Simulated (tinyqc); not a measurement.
# Chemical vapour deposition: Grove model, boundary layer, depletion and step coverage, step by step

A worked calculation. Computed by tinyqc, a small Python program that keeps every step. Command: `OMP_NUM_THREADS=1 python tinyqc.py 3030517 3030518 out.jsonl cvd walk`. One thread of a shared host (Intel(R) Xeon(R) Processor @ 2.30GHz), about 0.01 s of CPU time with the checks. Intermediate numbers are printed to about 7 digits and carried at full precision; extremes and crossings named in words are read from the listed rows.

A precursor diffuses to the surface and reacts there at first order; each molecule that reacts adds one formula unit of film.

Inputs (values chosen for the exercise, close to those used for silicon dioxide from an alkoxysilane):

| quantity | value | unit |
|---|---|---|
| prefactor k0 of k_s | 7.3e+08 | cm/s |
| activation energy E | 1.9 | eV |
| temperature T | 740 | C |
| total pressure p | 0.13 | torr |
| mole fraction of the precursor Y | 0.08 | - |
| gas diffusivity D0 at 273.15 K and 760 torr | 0.18 | cm^2/s |
| film density N | 2.2e+22 | formula units/cm^3 |
| precursor mass M | 208 | u |
| trench width w | 0.091 | um |
| aspect ratio of the trench | 44 | - |
| wafer radius R | 10 | cm |
| wafer spacing s | 1.1 | cm |

Reactor: wafer stack, low pressure.

Constants: k_B = 1.380649e-23 J/K; u = 1.6605390666e-27 kg; k_B = 8.617333262e-05 eV/K.

## Gas-phase and surface constants

k_s = k0 exp(-E/(k_B T)); C_g = Y p/(k_B T), 1 torr = 133.322 Pa; D = D0 (T/273.15)^1.75 (760/p). Temperatures in kelvin are T(C) + 273.15. Mean speed c = sqrt(8 k_B T/(pi M)); reactive sticking probability beta = 4 k_s/c.

surface rate constant k_s = 0.2582432 cm/s

precursor density C_g = 9.912384e+13 1/cm^3

gas diffusivity D = 10432.05 cm^2/s

mean speed c = 32113.85 cm/s

sticking probability beta = 3.216596e-05

## Uniformity across a wafer

Between two wafers the gas diffuses inward and reacts on both faces: (D/r) d/dr (r dC/dr) = 2 k_s C/s, so C(r)/C_g = I0(phi r/R)/I0(phi) with phi^2 = 2 k_s R^2/(s D); G(r) = k_s C(r)/N, 1 cm/s = 6e8 nm/min; the mean over the wafer is eta = 2 I1(phi)/(phi I0(phi)).

Thiele modulus phi = 0.06708852

growth rate G at the edge = 0.6981287 nm/min

rate at the centre over rate at the edge = 0.9988757

effectiveness eta = 0.9994378

The centre lags the edge by 0.11 %; for small phi the lag is phi^2/4 = 0.11 %. Caution: the mean free path 3D/c is comparable with or larger than the wafer spacing, where wall collisions cap D near (2s) c/3 and the lag is larger than computed.

## Pressure and uniformity

The formulas are those given above.

Effect of the total pressure at fixed Y:

| p (torr) | D (cm^2/s) | phi | centre/edge | G at the edge (nm/min) |
|---|---|---|---|---|
| 0.05 | 2.712333e+04 | 0.041607 | 0.9995674 | 2.685111e-01 |
| 0.1 | 1.356167e+04 | 0.058841 | 0.9991350 | 5.370221e-01 |
| 0.3 | 4.520555e+03 | 0.101915 | 0.9974084 | 1.611066e+00 |
| 1 | 1.356167e+03 | 0.186070 | 0.9914003 | 5.370221e+00 |
| 3 | 4.520555e+02 | 0.322283 | 0.9745301 | 1.611066e+01 |
| 10 | 1.356167e+02 | 0.588405 | 0.9187408 | 5.370221e+01 |
| 30 | 4.520555e+01 | 1.019148 | 0.7830753 | 1.611066e+02 |
| 100 | 1.356167e+01 | 1.860701 | 0.4826561 | 5.370221e+02 |

D scales as 1/p and phi as sqrt(p), while the edge rate grows as p. The centre stays within 5 % of the edge up to 3 torr: low pressure trades rate for uniformity and lets wafers stand close together. Caution: at the lowest pressures the mean free path exceeds the wafer spacing, so D stops growing as 1/p.

## Step coverage in a trench

In a long trench of width w and depth l = aspect ratio x w: Knudsen diffusivity D_K = (2w) c/3 (hydraulic diameter 2w), combined as 1/D_e = 1/D_K + 1/D; D_e d2C/dz2 = 2 k_s C/w with D_e dC/dz = -k_s C at the floor. With m = sqrt(2 k_s/(w D_e)): C(floor)/C(top) = 1/[cosh(m l) + (k_s/(D_e m)) sinh(m l)].

Knudsen diffusivity D_K = 0.1948240 cm^2/s

effective diffusivity D_e = 0.1948204 cm^2/s

modulus m l = 0.2161153

step coverage = 0.9765827

Wall collisions limit transport in the trench; then m l = aspect ratio x sqrt(3 beta)/2, 0.2161, whatever the width. Coverage is nearly conformal. Caution: the hydraulic-diameter form of D_K is rough for a slit.

Checks made by the program: effectiveness against direct integration (relative difference below 1e-10); step coverage against a numerical boundary-value solution (relative difference below 1e-10).
